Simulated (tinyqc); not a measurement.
Rise against time: self-heating of a transistor with one or more fingers, with temperature-dependent conductivity. Computed by tinyqc, a small Python program. Command: `OMP_NUM_THREADS=1 python tinyqc.py 3012729 3012730 out.jsonl selfheat walk`. One thread of a shared host (Intel(R) Xeon(R) Processor @ 2.30GHz), about 0.05 s of CPU time with the checks.

N long parallel fingers lie on the top face of a slab whose bottom is held at T_0; the top is otherwise insulated, and heat flows in two dimensions. P in W/mm is 1000 P in W/m.

Inputs (values chosen for the exercise, modelled on indium phosphide):

| quantity | value | unit |
|---|---|---|
| conductivity at the base temperature kappa_0 | 51.7 | W/(m K) |
| power per gate width P | 0.66 | W/mm |
| fingers N | 3 | - |
| finger pitch s | 30 | micrometre |
| width of the heat source w | 0.9 | micrometre |
| substrate thickness t | 120 | micrometre |
| heat capacity C | 1.44 | 1e6 J/(m^3 K) |
| pulse length | 3.7 | microsecond |

Power: power rises with temperature.

Method:
- A line source of power P on the top face raises the top at distance x by (P/(pi kappa_0)) g(x), g(x) = -ln tanh(pi x/(4 t)) (the image sum for the slab). On a strip of width w the centre sees the mean of g over the strip, g_0 = 1 + ln(8 t/(pi w)) for w much below t.
- theta_i = (P/(pi kappa_0)) [g_0 + sum over j != i of g(|i - j| s)], with equal powers and constant conductivity; thermal resistance = largest theta/P.
- After switching on, theta(tau) = (P D/kappa_0) int_0^tau X(u) Z(u) du at the hottest finger, D = kappa_0/C; X = sum over fingers at distance x of [erf((x + w/2)/r) - erf((x - w/2)/r)]/(2 w), Z = sum_(j=-200..200) (-1)^j exp(-(2 j t/r)^2)/sqrt(pi D u), r = 2 sqrt(D u); trapezoid rule on 300 points evenly spaced in ln u from u_0 = 1e-3 min(tau, w^2/D) to tau, plus the exact piece 2 sqrt(u_0/(pi D))/w below u_0. Conductivity and power are held at their base values here, and Fourier's law is used even where the diffusion length is near a phonon free path.

diffusivity D = 35.9028 micrometre^2/microsecond

theta of each finger (K): 38.4105  41.0772  38.4105

largest theta = 41.0772 K

Heating curve:

| time (microsecond) | sqrt(D time) (micrometre) | rise (K) | share of the steady rise |
|---|---|---|---|
| 4.00e-04 | 0.11984 | 1.9166 | 0.04666 |
| 0.004 | 0.37896 | 5.236 | 0.1275 |
| 0.04 | 1.1984 | 9.7113 | 0.2364 |
| 0.4 | 3.7896 | 14.368 | 0.3498 |
| 4 | 11.984 | 19.413 | 0.4726 |
| 20 | 26.797 | 25.865 | 0.6297 |
| 80 | 53.593 | 33.434 | 0.8139 |
| 240 | 92.826 | 39.012 | 0.9497 |
| 600 | 146.77 | 40.917 | 0.9961 |

What does the comparison show, and why?

Half the steady rise is reached between 4.0 and 20 microseconds, and the last row holds 99.6 % of it; the slowest time constant is 4 t^2/(pi^2 D) = 163 microseconds. While the diffusion length lies between w and the pitch or thickness, the rise grows as the logarithm of time; once it nears the pitch of 30 micrometre the neighbours add their heat.

Extremes, crossings and ranges named in words are read from the listed rows.
